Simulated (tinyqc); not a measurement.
# Signal and retention of a DRAM cell: effect of the bit-line capacitance

A stored one starts at Vd and leaks: Cs dV/dt = -I(V), I = a sqrt((V + Vb)/(Vd + Vb)) + b, with a = Ig exp[-(Eg1 q/kB)(1/T - 1/T0)] (generation in a depletion layer) and b = Is exp[-(Es q/kB)(1/T - 1/T0)]. The bit line is precharged to Vd/2, and charge sharing gives the signal (V - Vd/2) Cs/(Cs + Cb).

The cell fails below Vc = Vd/2 + dm (Cs + Cb)/Cs. With s = sqrt((Vc + Vb)/(Vd + Vb)), the time from Vd to Vc is t = [2 Cs (Vd + Vb)/a] [1 - s - (b/a) ln((a + b)/(a s + b))]. This time is the median of a log-normal spread: failing cells = Nc erfc(z/sqrt 2)/2, z = ln(t/tr)/sg.

Parameters, values chosen for the exercise: array voltage Vd = 1.2 V; cell capacitance Cs = 23 fF; smallest signal that the sense amplifier resolves dm = 65 mV; built-in plus back-bias voltage of the storage junction Vb = 1.17 V; junction leakage at V = Vd and T0 Ig = 3.9 fA; voltage-independent leakage at T0 Is = 0.15 fA; activation energy of Is Es = 0.4 eV; reference temperature T0 = 358 K; temperature T = 368 K; deviation of ln(retention time) over the cells sg = 0.57; cells Nc = 1.72e10; refresh interval tr = 64 ms; activation energy of Ig Eg1 = 0.59 eV.

Constants: q = 1.602176634e-19 C, kB = 1.380649e-23 J/K. Results are converted to the units shown.

Result of one run:
```
Cb (fF)  Vc (V)  retention time (s)  failing cells
120       1.004              0.6792        2.936e5
```

What becomes of these results when the bit-line capacitance Cb is changed from 120 to 60 fF, all else the same?

Result of the changed run:
```
Cb (fF)  Vc (V)  retention time (s)  failing cells
60       0.8346               1.291           1165
```

The whole series:
```
Cb (fF)  Vc (V)  retention time (s)  failing cells
15       0.7074               1.767          50.12
30       0.7498               1.607          134.2
45       0.7922               1.448          381.5
60       0.8346               1.291           1165
75       0.8770               1.136           3870
90       0.9193              0.9823        1.425e4
105      0.9617              0.8300        5.962e4
120       1.004              0.6792        2.936e5
```

Vc rises by dm/Cs = 2.83 mV for each fF, and the retention time falls from 1.77 to 0.679 s; the margin is gone at Cb = 189 fF.

Range of the model: Real arrays also hold a tail of unusually leaky cells and cells whose retention varies in time, which this model lacks.

Numbers from tinyqc (`OMP_NUM_THREADS=1 python tinyqc.py 2130101 2130102 out.jsonl`; about 0.01 s on one thread of a shared Intel Xeon 2.30GHz).
